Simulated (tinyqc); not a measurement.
From results back to parameters: mean-field antiferromagnet of the Hubbard model on the simple cubic lattice. Two cases, with inputs chosen for the exercise.

Problem. In the insulating state f(E-) = 1 and f(E+) = 0, so the gap equation is 1 = (U/2) mean 1/sqrt(e-^2 + Delta^2). Delta is given and U is hidden.

e(k) = -2 t (cx + cy + cz) - 4 t2 (cx cy + cy cz + cz cx), ci = cos ki; one electron a site; Q = (pi, pi, pi). <n_up - n_dn> = m cos(Q.R) gives Delta = U m/2 and bands E = e+ -/+ sqrt(e-^2 + Delta^2), e+- = (e(k) +- e(k + Q))/2 (the constant U/2 is dropped). Means run over the mesh k_i = 2 pi (j + 1/2)/N of the whole zone: mu from mean(f(E-) + f(E+)) = 1; m(out) = mean of Delta (f(E-) - f(E+))/sqrt(e-^2 + Delta^2); free energy per site F = -kT mean[ln(1 + exp(-(E- - mu)/kT)) + ln(1 + exp(-(E+ - mu)/kT))] + mu + U m^2/4.

Find: mean 1/sqrt(e-^2 + Delta^2); U; m.

Method. Form the weighted mean over the classes; U = 2/mean and m = 2 Delta/U.

Case 1.

Classes of points:
```
|e-| (eV)  e+ (eV)  points
0.6223      0.0000      48
1.8668      0.0000      16
```

Delta = 1.89216 eV

Solution.

mean 1/sqrt(e-^2 + Delta^2) = 0.471 1/eV
U = 4.25 eV
m = 0.890

Case 2.

Classes of points:
```
|e-| (eV)  e+ (eV)  points
0.8768     -0.2600      48
2.6304      0.7800      16
```

Delta = 2.80725 eV

Solution.

mean 1/sqrt(e-^2 + Delta^2) = 0.320 1/eV
U = 6.25 eV
m = 0.898

Computed by tinyqc, one run a case: `OMP_NUM_THREADS=1 python tinyqc.py N N+1 out.jsonl` with N = 1681229, 1681646; one thread of a shared Intel(R) Xeon(R) Processor @ 2.30GHz, about 0.1 s a run at most.
